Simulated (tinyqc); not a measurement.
Inside a calculation: exciton in an atomically thin sheet (Rytova-Keldysh potential). Values are carried at full precision from step to step, so a last printed digit may differ when a step is redone from the rounded ones.

Constants: Ry = 13.60569312 eV; a0 (Bohr radius) = 0.5291772105 angstrom; hbar^2/2m0 = 3.80998211 eV angstrom^2; e^2/(4 pi eps0) = 14.39964547 eV angstrom.

Values chosen for the exercise (near those of a WSe2 monolayer; shifted at random, so the results belong to these values and not to a real crystal): me = 0.345 m0 (electron mass); mh = 0.412 m0 (hole mass); kap = 2.45 (mean dielectric constant of the surroundings); Eg = 1.972 eV (gap, in these surroundings); al = (0.000517, 0.00233, 0.0105, 0.0471) 1/angstrom^2 (exponents a_i); r0 = 41.8 angstrom (screening length of the sheet).

## Exciton units

1/mu = 1/me + 1/mh, Ry* = Ry mu/kap^2, a* = a0 kap/mu.

mu = 0.18777 m0
Ry* = 425.607 meV
a* = 6.90 angstrom

## Hydrogen-like series

Binding Ry*/n^2 in three dimensions and Ry*/(n - 1/2)^2 in two; strengths relative to n = 1 go as 1/n^3 and (1/2)^3/(n - 1/2)^3. Lines at Eg less the binding.

Series:
```
n  3D binding (meV)  3D line (eV)  3D strength  2D binding (meV)  2D line (eV)  2D strength
1            425.61        1.5464       1.0000           1702.43        0.2696       1.0000
2            106.40        1.8656       0.1250            189.16        1.7828       0.0370
3             47.29        1.9247       0.0370             68.10        1.9039       0.0080
4             26.60        1.9454       0.0156             34.74        1.9373       0.0029
```

## Overlap and kinetic matrices

Relative motion in the plane with V(k) = -2 pi q/(k (kap + r0 k)), q = e^2/(4 pi eps0), c = hbar^2/2m0. Normalised Gaussians exp(-a_i r^2): with A = a_i + a_j, S_ij = 2 sqrt(a_i a_j)/A, T_ij = (4c/mu)(a_i a_j/A) S_ij, V_ij = -q S_ij times the integral over k from 0 to infinity of exp(-k^2/4A)/(kap + r0 k).

Form S and T.

S:
$$\begin{pmatrix}
1.00000 & 0.77102 & 0.42297 & 0.20726 \\
0.77102 & 1.00000 & 0.77104 & 0.42387 \\
0.42297 & 0.77104 & 1.00000 & 0.77217 \\
0.20726 & 0.42387 & 0.77217 & 1.00000
\end{pmatrix}$$

T (eV):
$$\begin{pmatrix}
0.02098 & 0.02648 & 0.01692 & 0.00860 \\
0.02648 & 0.09456 & 0.11933 & 0.07638 \\
0.01692 & 0.11933 & 0.42611 & 0.53810 \\
0.00860 & 0.07638 & 0.53810 & 1.91141
\end{pmatrix}$$

## Potential matrix

Evaluate the integrals numerically.

V (eV):
$$\begin{pmatrix}
-0.22280 & -0.24133 & -0.19617 & -0.13671 \\
-0.24133 & -0.36408 & -0.37221 & -0.28184 \\
-0.19617 & -0.37221 & -0.54644 & -0.53049 \\
-0.13671 & -0.28184 & -0.53049 & -0.75966
\end{pmatrix}$$

## Levels in the small basis

Solve (T + V) u = E S u; give the two lowest levels and the ground vector with u S u = 1 and its largest component positive.

levels (eV): [-0.2811, -0.0770]

ground vector: [0.145, 0.726, 0.188, 0.021]

## The converged series

Converged values use 20 Gaussians with exponents 2^i/b^2, i = -11 to 8, b the larger of a0 kap/(2 mu) and sqrt(a0 r0/mu), a0 = 0.5291772 angstrom; p states use r exp(i theta) exp(-a r^2).

Levels against the two-dimensional hydrogen series Ry*/(n - 1/2)^2; eps_n is the dielectric constant that would give each level in that series.

Series:
```
state  binding (meV)  hydrogen (meV)  eps_n  Eg + E (eV)
1s             281.3          1702.4   6.03        1.691
2p             111.8           189.2   3.19        1.860
2s              86.0           189.2   3.63        1.886
3p              49.9            68.1   2.86        1.922
3s              41.4            68.1   3.14        1.931
```

eps_n falls from 6.03 (1s) to 3.14 (3s) towards kap = 2.45: larger orbits see less of the sheet. 2p is bound 25.8 meV more strongly than 2s, which pure Coulomb attraction keeps degenerate. The small basis misses the 1s binding by 0.2 meV.

## Checks

- 1s binding for r0 = 0 against 4 Ry*, meV: both 1702.
- 2p binding for r0 = 0 against 4 Ry*/9, meV: both 189.2.

(tinyqc, `OMP_NUM_THREADS=1 python tinyqc.py 1250998 1250999 out.jsonl`, Intel(R) Xeon(R) Processor @ 2.30GHz, 1 thread, shared host, about 0.04 s.)
